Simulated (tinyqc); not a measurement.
Tuning the Rashba term through the balance point: two-dimensional electron gas with Rashba and Dresselhaus coupling.

H = c k^2/m + al (ky sx - kx sy) + b1 (kx sx - ky sy) + gam kx ky (kx sy - ky sx), s the Pauli matrices, x = [100], c = hbar^2/2m0, b1 = gam (pi/L)^2 (hard walls). H = c k^2/m + B.s, so E = c k^2/m -/+ |B| and the lower state has its spin along -B.

Constants: hbar^2/2m0 = 3.80998211 eV angstrom^2.

Parameters, chosen for this exercise (of the size met in InGaAs; shifted at random, so the results belong to these values and not to a real crystal):
- m = 0.0437 m0 (mass)
- gam = 22.1 eV angstrom^3 (bulk Dresselhaus constant)
- L = 146 angstrom (width of the (001) well)
- n = 10 1e11/cm^2 (sheet density (one subband filled))

al = f (b1 - b3) at k0 = sqrt(2 pi n), b3 = gam k0^2/4. Helix wavelength along [110]: 2 pi c/(m |al + b1 - b3|). Dyakonov-Perel rates are proportional to the mean squares of the first harmonics: for spin along z, al^2 + (b1 - b3)^2; for the most protected in-plane spin, (al - (b1 - b3))^2/2 (third harmonic left out); both are given over (b1 - b3)^2.

Against f:

| f | al (meV angstrom) | wavelength (micron) | rate, z | rate, in plane |
|---|---|---|---|---|
| 0.00 | 0.000 | 8.102 | 1.000 | 0.5000 |
| 0.25 | 1.690 | 6.482 | 1.062 | 0.2812 |
| 0.50 | 3.381 | 5.401 | 1.250 | 0.1250 |
| 0.75 | 5.071 | 4.630 | 1.562 | 0.0312 |
| 0.90 | 6.085 | 4.264 | 1.810 | 0.0050 |
| 1.00 | 6.761 | 4.051 | 2.000 | 0.0000 |
| 1.25 | 8.451 | 3.601 | 2.562 | 0.0312 |
| 2.00 | 13.522 | 2.701 | 5.000 | 0.5000 |

At f = 1, al = 6.76 meV angstrom, the first harmonic points along one axis for all k and the listed in-plane rate vanishes; the helix would have wavelength 4.05 micron. But the third harmonic, left out of the table, has b3/(b1 - b3) = 0.51; its mean square, 0.13 in these units against 0.50 for the in-plane rate at f = 0, limits the protection to about the ratio of the two. The uniform z spin still relaxes there, twice as fast as at f = 0.

Computed by tinyqc, a small Python program: `OMP_NUM_THREADS=1 python tinyqc.py 1451648 1451649 out.jsonl` (the numbers bound the seed that draws the inputs); one thread of a shared host (Intel(R) Xeon(R) Processor @ 2.30GHz), about 0.01 s for the whole set of steps.
